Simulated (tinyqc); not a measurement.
Three-band tight binding of a dichalcogenide monolayer: sweeps and comparisons. A value that a table varies takes the place of the one given here.

Basis dz2, dxy, dx2-y2 on a triangular lattice, nearest neighbours; alpha = kx a/2, beta = sqrt3 ky a/2. h0 = e1 + 2 t0 (cos 2alpha + 2 cos alpha cos beta); h1 = -2 sqrt3 t2 sin alpha sin beta + 2i t1 (sin 2alpha + sin alpha cos beta); h2 = 2 t2 (cos 2alpha - cos alpha cos beta) + 2i sqrt3 t1 cos alpha sin beta; h11 = e2 + 2 t11 cos 2alpha + (t11 + 3 t22) cos alpha cos beta; h22 = e2 + 2 t22 cos 2alpha + (3 t11 + t22) cos alpha cos beta; h12 = sqrt3 (t22 - t11) sin alpha sin beta + 4i t12 sin alpha (cos alpha - cos beta) + i lam sz. H = [[h0, h1, h2], [., h11, h12], [., ., h22]], Hermitian; the lowest band of each spin is filled. K = (4 pi/3a, 0), M = (pi/a, pi/(sqrt3 a)).

Constants: hbar^2/2m0 = 3.80998211 eV angstrom^2.

Parameters, chosen for this exercise (near a published set for monolayer MoS2; not measured data):
```
symbol  value   unit      meaning
a       3.198   angstrom  lattice constant
e1      1.053   eV        level of dz2
e2      2.108   eV        level of dxy and dx2-y2
t0      -0.181  eV        hopping
t1      0.408   eV        hopping
t2      0.497   eV        hopping
t11     0.215   eV        hopping
t12     0.343   eV        hopping
t22     0.057   eV        hopping
lam     0.072   eV        spin-orbit constant
```

## Three bands against the two-band Dirac model at K

Masses from central differences along kx with step 0.002 1/angstrom, c = hbar^2/2m0; Berry curvature of the valence band from a counter-clockwise plaquette of side 0.001 1/angstrom, Omega = -arg(product of overlaps)/area. Two-band model: coupling A = (3 a/(2 sqrt2))(t1 + sqrt3 t2) between valence and conduction states, mass c G/A^2 for both, Omega_v = 2 A^2/G^2. sz = 0 drops the spin-orbit term.

At K:
```
sz  G (eV)  m_c (m0)  m_v (m0)  two-band mass  Omega_v (angstrom^2)  two-band Omega
1   1.6063     0.431     0.629          0.330                14.285          14.358
0   1.6783     0.454     0.686          0.345                13.085          13.153
-1  1.7503     0.477     0.747          0.360                12.030          12.093
```

A = 4.3039 eV angstrom

Without spin-orbit coupling the electron mass is 0.454 and the hole mass 0.686, against 0.345 for both in the two-band model: the third band and the curvature of the diagonal terms break the symmetry. The Berry curvature is -0.5 % from the two-band value. The smaller gap (sz = +1) has the larger curvature, by a factor 1.19.

## All hoppings scaled

The six hoppings are multiplied by f; e1, e2 and lam stay (real strain also moves e1 and e2, so this is no model of it). Closed forms: Ev(K) = e2 - (3/2)(t11 + t22) - 3 sqrt3 t12 + lam, Ec(K) = e1 - 3 t0, Ev(Gamma) = e1 + 6 t0.

Gaps (eV):
```
f     direct gap at K  Ev(K) - Ev(Gamma)  Ec(K) - top of valence band
0.85           1.1963             0.1884                       1.1963
0.90           1.3330             0.1331                       1.3330
0.94           1.4423             0.0890                       1.4423
0.97           1.5243             0.0558                       1.5243
1.00           1.6063             0.0227                       1.6063
1.03           1.6883            -0.0104                       1.6779
1.06           1.7703            -0.0435                       1.7267
1.10           1.8796            -0.0877                       1.7919
```

The direct gap changes by +27.3 meV for each per cent of f. The top of the valence band passes between Gamma and K at f = 1.021; where it is at Gamma the gap to Ec(K) is indirect.

## What each parameter does

Spin up: gap at K, Ev(K) - Ev(Gamma), and masses at K by central differences along kx with step 0.002 1/angstrom, c = hbar^2/2m0. Each row changes one parameter from the base and keeps the others.

Results:
```
case            gap at K (eV)  K - Gamma (eV)  m_c (m0)  m_v (m0)
base                   1.6063          0.0227     0.431     0.629
t1 = 0.378 eV          1.6063          0.0227     0.469     0.690
e1 = 1.023 eV          1.5763          0.0527     0.419     0.607
t0 = -0.211 eV         1.6963          0.2027     0.480     0.700
t2 = 0.467 eV          1.6063          0.0227     0.465     0.742
t22 = 0.027 eV         1.5613          0.0677     0.414     0.581
t12 = 0.373 eV         1.7622         -0.1332     0.481     0.823
```

The largest shifts from the base row, up to three for each result and ties (the steps differ in size, so this ranks the rows, not the parameters). gap at K (eV): t12 +0.1559, t0 +0.0900, t22 -0.0450; unchanged at the printed digits by t1 and t2. K - Gamma (eV): t0 +0.1800, t12 -0.1559, t22 +0.0450; unchanged at the printed digits by t1 and t2. m_c (m0): t12 +0.050, t0 +0.049, t1 +0.038. m_v (m0): t12 +0.194, t2 +0.113, t0 +0.071. t1 and t2 couple dz2 to the other orbitals and vanish at K and Gamma, so only the masses feel them.

(tinyqc, `OMP_NUM_THREADS=1 python tinyqc.py 1481821 1481822 out.jsonl`, Intel(R) Xeon(R) Processor @ 2.30GHz, 1 thread, shared host, about 0.02 s.)
